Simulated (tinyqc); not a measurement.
Traps spread exponentially in energy.

For traps of total density Nt spread as exp(-E/kB Tc) below the band edge, with l = Tc/T: J = q mu Nc [eps0 eps_r l/(q Nt (l + 1))]^l [(2 l + 1)/(l + 1)]^(l + 1) V^(l + 1)/L^(2 l + 1). It needs trapped charge far above free charge, so only rows below a fifth of the trap-free current (9/8) eps0 eps_r mu V^2/L^3 are listed.

Inputs (values chosen for the exercise): relative permittivity eps_r = 7.2; mobility mu = 0.0017 cm^2/(V s); thickness L = 1100 nm; band density of states Nc = 3.2e20 cm^-3; trap density Nt = 3.7e16 cm^-3; voltage V = 5.7 V.

Constants: q = 1.602176634e-19 C, eps0 = 8.8541878128e-14 F/cm where lengths are in cm. Results are converted to the units shown.

Traps spread exponentially in energy:

| l | exponent of V | exponent of 1/L | J (A/cm^2) |
|---|---|---|---|
| 5.7 | 6.700 | 12.40 | 0.004597 |
| 6.5 | 7.500 | 14.00 | 7.313e-4 |
| 7.3 | 8.300 | 15.60 | 1.165e-4 |
| 8.2 | 9.200 | 17.40 | 1.477e-5 |
| 9 | 10.00 | 19.00 | 2.357e-6 |

What does the comparison show?

J falls from 0.00460 to 2.36e-6 A/cm^2 at V = 5.7 V, well below q Nt L^2/(2 eps0 eps_r) = 56.3 V, near which the curves for different l come together. A slope above 2 on a log-log plot gives l, and its change with temperature tests the model.

tinyqc, about 0.01 s, one thread, Intel Xeon 2.30GHz (shared host): `OMP_NUM_THREADS=1 python tinyqc.py 2370093 2370094 out.jsonl`
